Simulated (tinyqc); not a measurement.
CIS and TDHF on RHF in the sto-3g basis, frozen core, for BeH2, spin multiplicity 1, step by step. One step of it, computed by the program tinyqc.

Question. Integrals over molecular orbitals. (pq|rs) = sum C_ip C_jq C_kr C_ls (ij|kl), one index at a time.

coefficients C, order 1Be 1s, 1Be 2s, 1Be 2px, 1Be 2py, 1Be 2pz, 2H 1s, 3H 1s:
$$\begin{pmatrix}
0.991876 & -0.209715 & -0.032912 & 0.000000 & 0.000000 & -0.228691 & -0.013519 \\
0.031049 & 0.601155 & 0.104106 & 0.000000 & 0.000000 & 1.043647 & 0.089928 \\
0.000000 & 0.000000 & 0.000000 & -0.671444 & 0.741055 & 0.000000 & 0.000000 \\
0.000158 & 0.078926 & -0.489238 & 0.000000 & 0.000000 & -0.051016 & 1.205122 \\
0.000000 & 0.000000 & 0.000000 & 0.741055 & 0.671444 & 0.000000 & 0.000000 \\
-0.003818 & 0.455527 & -0.359790 & 0.000000 & 0.000000 & -0.689372 & -0.882318 \\
-0.003813 & 0.318111 & 0.493574 & 0.000000 & 0.000000 & -0.754625 & 0.759173
\end{pmatrix}$$

core Hamiltonian H = T + V (hartree), order 1Be 1s, 1Be 2s, 1Be 2px, 1Be 2py, 1Be 2pz, 2H 1s, 3H 1s:
$$\begin{pmatrix}
-8.537127 & -2.106137 & 0.000000 & -0.001229 & 0.000000 & -0.366087 & -0.310573 \\
-2.106137 & -2.750125 & 0.000000 & -0.007982 & 0.000000 & -1.001235 & -0.912082 \\
0.000000 & 0.000000 & -2.221999 & 0.000000 & 0.000000 & 0.000000 & 0.000000 \\
-0.001229 & -0.007982 & 0.000000 & -2.402316 & 0.000000 & -1.104548 & 1.027796 \\
0.000000 & 0.000000 & 0.000000 & 0.000000 & -2.221999 & 0.000000 & 0.000000 \\
-0.366087 & -1.001235 & 0.000000 & -1.104548 & 0.000000 & -2.001195 & -0.047456 \\
-0.310573 & -0.912082 & 0.000000 & 1.027796 & 0.000000 & -0.047456 & -1.939063
\end{pmatrix}$$

Two-electron integrals (ij|kl) in chemists' order, unique and non-zero (hartree):
```
(11|11) 2.298831    (21|11) 0.392036    (21|21) 0.079539    (22|11) 0.570988
(22|21) 0.143041    (22|22) 0.417683    (31|31) 0.014607    (32|31) 0.021888
(32|32) 0.092265    (33|11) 0.569578    (33|21) 0.143083    (33|22) 0.417589
(33|33) 0.449859    (41|41) 0.014607    (42|41) 0.021888    (42|42) 0.092265
(43|43) 0.024249    (44|11) 0.569578    (44|21) 0.143083    (44|22) 0.417589
(44|33) 0.401360    (44|44) 0.449859    (51|51) 0.014607    (52|51) 0.021888
(52|52) 0.092265    (53|53) 0.024249    (54|54) 0.024249    (55|11) 0.569578
(55|21) 0.143083    (55|22) 0.417589    (55|33) 0.401360    (55|44) 0.401360
(55|55) 0.449859    (61|11) 0.066344    (61|21) 0.013453    (61|22) 0.024406
(61|33) 0.024238    (61|41) 0.001185    (61|42) 0.002242    (61|44) 0.024755
(61|55) 0.024238    (61|61) 0.002385    (62|11) 0.172938    (62|21) 0.044022
(62|22) 0.141632    (62|33) 0.136119    (62|41) 0.005738    (62|42) 0.036308
(62|44) 0.152527    (62|55) 0.136119    (62|61) 0.008238    (62|62) 0.073763
(63|31) 0.003881    (63|32) 0.018554    (63|43) 0.006157    (63|63) 0.006449
(64|11) 0.190113    (64|21) 0.048955    (64|22) 0.165017    (64|33) 0.155259
(64|41) 0.009255    (64|42) 0.056261    (64|44) 0.184366    (64|55) 0.155259
(64|61) 0.009537    (64|62) 0.097392    (64|64) 0.132231    (65|51) 0.003881
(65|52) 0.018554    (65|54) 0.006157    (65|65) 0.006449    (66|11) 0.341569
(66|21) 0.088455    (66|22) 0.319799    (66|33) 0.296891    (66|41) 0.013002
(66|42) 0.107924    (66|44) 0.365336    (66|55) 0.296891    (66|61) 0.016905
(66|62) 0.214931    (66|64) 0.300300    (66|66) 0.774606    (71|11) 0.056284
(71|21) 0.011413    (71|22) 0.020707    (71|33) 0.020568    (71|41) -0.001004
(71|42) -0.001902   (71|44) 0.020995    (71|55) 0.020568    (71|61) 0.001849
(71|62) 0.005899    (71|64) 0.006347    (71|66) 0.011753    (71|71) 0.001716
(72|11) 0.155859    (72|21) 0.039720    (72|22) 0.128989    (72|33) 0.123874
(72|41) -0.005153   (72|42) -0.033437   (72|44) 0.139099    (72|55) 0.123874
(72|61) 0.006277    (72|62) 0.033510    (72|64) 0.036019    (72|66) 0.071770
(72|71) 0.006305    (72|72) 0.062940    (73|31) 0.003380    (73|32) 0.016445
(73|43) -0.005571   (73|63) 0.002176    (73|73) 0.005268    (74|11) -0.174778
(74|21) -0.045034   (74|22) -0.153060   (74|33) -0.144049   (74|41) 0.008258
(74|42) 0.051634    (74|44) -0.170924   (74|55) -0.144049   (74|61) -0.006907
(74|62) -0.036946   (74|64) -0.038798   (74|66) -0.078960   (74|71) -0.007417
(74|72) -0.084344   (74|74) 0.115858    (75|51) 0.003380    (75|52) 0.016445
(75|54) -0.005571   (75|65) 0.002176    (75|75) 0.005268    (76|11) 0.007992
(76|21) 0.001978    (76|22) 0.005613    (76|33) 0.005540    (76|41) -0.000007
(76|42) -0.000049   (76|44) 0.005758    (76|55) 0.005540    (76|61) 0.000338
(76|62) 0.001926    (76|64) 0.002265    (76|66) 0.004425    (76|71) 0.000288
(76|72) 0.001798    (76|74) -0.002168   (76|76) 0.000076    (77|11) 0.326101
(77|21) 0.084494    (77|22) 0.308713    (77|33) 0.286939    (77|41) -0.011943
(77|42) -0.102857   (77|44) 0.351956    (77|55) 0.286939    (77|61) 0.013277
(77|62) 0.076545    (77|64) 0.082237    (77|66) 0.167404    (77|71) 0.013643
(77|72) 0.197104    (77|74) -0.278699   (77|76) 0.004425    (77|77) 0.774606
```

Give: one-electron integrals over orbitals h = C^T H C; Two-electron integrals over orbitals.

Answer.

one-electron integrals over orbitals h = C^T H C (hartree):
$$\begin{pmatrix}
-8.5258 & 0.2055 & 0.0328 & 0.0000 & 0.0000 & 0.2037 & 0.0101 \\
0.2055 & -2.2928 & 0.0089 & 0.0000 & 0.0000 & -0.2380 & -0.0580 \\
0.0328 & 0.0089 & -2.2160 & 0.0000 & 0.0000 & -0.0681 & 0.3081 \\
0.0000 & 0.0000 & 0.0000 & -2.2220 & 0.0000 & 0.0000 & 0.0000 \\
0.0000 & 0.0000 & 0.0000 & 0.0000 & -2.2220 & 0.0000 & 0.0000 \\
0.2037 & -0.2380 & -0.0681 & 0.0000 & 0.0000 & -1.8905 & 0.0036 \\
0.0101 & -0.0580 & 0.3081 & 0.0000 & 0.0000 & 0.0036 & -1.8596
\end{pmatrix}$$

Two-electron integrals over orbitals (pq|rs), unique and non-zero (hartree); the lowest 1 orbital is frozen and left out:
```
(22|22) 0.3913      (32|22) -0.0524     (32|32) 0.1421      (33|22) 0.3681
(33|32) 0.0426      (33|33) 0.4216      (42|42) 0.0465      (43|42) 0.0053
(43|43) 0.0132      (44|22) 0.3531      (44|32) 4.08e-04    (44|33) 0.3333
(44|44) 0.4499      (52|52) 0.0465      (53|52) 0.0053      (53|53) 0.0132
(54|54) 0.0242      (55|22) 0.3531      (55|32) 4.08e-04    (55|33) 0.3333
(55|44) 0.4014      (55|55) 0.4499      (62|22) -0.0189     (62|32) 0.0161
(62|33) -0.0356     (62|44) 0.0663      (62|55) 0.0663      (62|62) 0.0809
(63|22) 0.0285      (63|32) -0.0854     (63|33) -0.0356     (63|44) 0.0173
(63|55) 0.0173      (63|62) 0.0076      (63|63) 0.0904      (64|42) 0.0457
(64|43) 0.0082      (64|64) 0.0490      (65|52) 0.0457      (65|53) 0.0082
(65|65) 0.0490      (66|22) 0.3705      (66|32) 0.0111      (66|33) 0.3899
(66|44) 0.3512      (66|55) 0.3512      (66|62) -0.0257     (66|63) -0.0142
(66|66) 0.3930      (72|22) -0.0144     (72|32) 0.0379      (72|33) 0.0065
(72|44) 0.0138      (72|55) 0.0138      (72|62) 0.0236      (72|63) -0.0584
(72|66) -0.0007     (72|72) 0.0605      (73|22) -0.0011     (73|32) -0.0021
(73|33) 0.0171      (73|44) -0.0692     (73|55) -0.0692     (73|62) -0.0748
(73|63) -0.0234     (73|66) 0.0200      (73|72) -0.0115     (73|73) 0.0844
(74|42) 0.0051      (74|43) -0.0126     (74|64) 0.0021      (74|74) 0.0171
(75|52) 0.0051      (75|53) -0.0126     (75|65) 0.0021      (75|75) 0.0171
(76|22) 0.0451      (76|32) -0.1312     (76|33) -0.0447     (76|44) 0.0006
(76|55) 0.0006      (76|62) -0.0128     (76|63) 0.0896      (76|66) -0.0142
(76|72) -0.0471     (76|73) -3.89e-04   (76|76) 0.1347      (77|22) 0.4048
(77|32) -0.0188     (77|33) 0.4087      (77|44) 0.3768      (77|55) 0.3768
(77|62) -0.0196     (77|63) 0.0096      (77|66) 0.4070      (77|72) -0.0081
(77|73) -0.0044     (77|76) 0.0141      (77|77) 0.4539
```
